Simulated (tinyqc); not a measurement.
Worked calculation: four-point probe, van der Pauw, Hall and spreading-resistance readings of a semiconductor layer. Computed by tinyqc, a small Python program that keeps every step. Command: `OMP_NUM_THREADS=1 python tinyqc.py 3112208 3112209 out.jsonl probe walk`. One thread of a shared host (Intel(R) Xeon(R) Processor @ 2.30GHz), about 0.01 s of CPU time with the checks. Intermediate numbers are printed to about 6 digits and carried at full precision; extremes and crossings named in words are read from the listed rows.

The layer is uniform and ohmic; contacts are points unless a radius is given.

Inputs (values chosen for the exercise, modelled on n-type silicon): carrier density n = 2.9e+14 1/cm^3; drift mobility mu = 1270 cm^2/(V s); layer thickness t = 130 micrometre; probe spacing s = 0.5 mm; current I = 4 mA; side ratio a/b of the van der Pauw rectangle = 1.2; magnetic field B = 0.31 T; Hall factor r_H = 1; wafer diameter over spacing D/s = 100.

Backing of the layer: insulating.

Constants: e = 1.602176634e-19 C.

## Resistivity and sheet resistance

rho = 1/(e n mu); R_s = rho/t.

resistivity rho = 16.9468 ohm cm

sheet resistance R_s = 1303.60 ohm/square

## Four-point voltage

Collinear probes with equal spacing on a layer with insulating backing: images at depth 2 m t give V = (rho I/(2 pi s)) G, G = 1 + 4 sum_(m>=1) [1/sqrt(1 + (2 m u)^2) - 1/sqrt(4 + (2 m u)^2)], u = t/s; the sum runs to m = 20000, with the tail 3/(32 u^3 M^2) added to the sum for M = 20000. Limits: thick, rho = 2 pi s V/I; thin on an insulator, rho = (pi/ln 2) t V/I.

t/s = 0.26

G = 5.33193

voltage V = 1150.49 mV

rho by the thick formula = 90.3592 ohm cm

rho by the thin formula = 16.9469 ohm cm

The thick formula is off by +433.2 % and the thin one by 0.0 %. Caution: at such a voltage heating and injection at the probes disturb real readings; a smaller current would be used.

## Thickness correction

The last two columns give rho(formula)/rho for rho = 2 pi s V/I and rho = (pi/ln 2) t V/I.

Correction against t/s:
```
t/s        G  thick formula  thin formula
0.1  13.8629        13.8629       1.00000
0.2   6.9315         6.9315       1.00000
0.3   4.6211         4.6211       1.00003
0.5   2.7799         2.7799       1.00264
0.7   2.0175         2.0175       1.01871
1.0   1.5045         1.5045       1.08524
1.5   1.1973         1.1973       1.29547
2.0   1.0939         1.0939       1.57814
3.0   1.0306         1.0306       2.23037
5.0   1.0070         1.0070       3.63194
```

The thin formula holds to 1 % up to t/s = 0.5 and the thick one holds to 1 % from t/s = 5.

## Finite wafer

For a thin circular wafer probed at its centre, R_s = C V/I with C = pi/(ln 2 + ln[((D/s)^2 + 3)/((D/s)^2 - 3)]).

factor C = 4.52844

error if pi/ln 2 is used = 0.0865617 %

## The two van der Pauw resistances

Thin rectangle with point contacts at the corners; for R_B current and voltage contacts lie along the two sides of length a, for R_A along those of length b: exp(-pi R_A/R_s) = (theta_4/theta_3)^4, exp(-pi R_B/R_s) = (theta_2/theta_3)^4 with q = exp(-pi a/b), theta_2 = 2 sum_(m>=0) q^((m + 1/2)^2), theta_3 = 1 + 2 sum_(m>=1) q^(m^2), theta_4 = 1 + 2 sum_(m>=1) (-1)^m q^(m^2).

R_A = 153.169 ohm

R_B = 487.775 ohm

ratio R_B/R_A = 3.18456

## Solving the van der Pauw equation

Solve exp(-pi z R_A) + exp(-pi z R_B) = 1 for z = 1/R_s by seven Newton steps from z = 2 ln 2/(pi (R_A + R_B)); f = R_s 2 ln 2/(pi (R_A + R_B)).

Steps:
```
step  1/z (ohm)  left side less 1
0       1452.49       6.61885e-02
1       1309.30       2.69667e-03
2       1303.61       4.93540e-06
3       1303.60                 0
4       1303.60                 0
5       1303.60                 0
6       1303.60                 0
```

R_s found = 1303.60 ohm/square

correction f = 0.897491

Averaging R_A and R_B without f would overstate R_s by 11.4 %.

## Hall reading

V_H = r_H I B/(e n t); apparent density n/r_H; Hall mobility r_H mu; Hall angle tan = r_H mu B (SI).

Hall voltage = 205.291 mV

apparent density = 2.90e+14 1/cm^3

Hall mobility = 1270 cm^2/(V s)

tangent of the Hall angle = 0.03937

Checks made by the program: thin limit of G, 2 ln 2/u at u = 0.02 (relative difference below 1e-10); R_s recovered (relative difference below 1e-10).
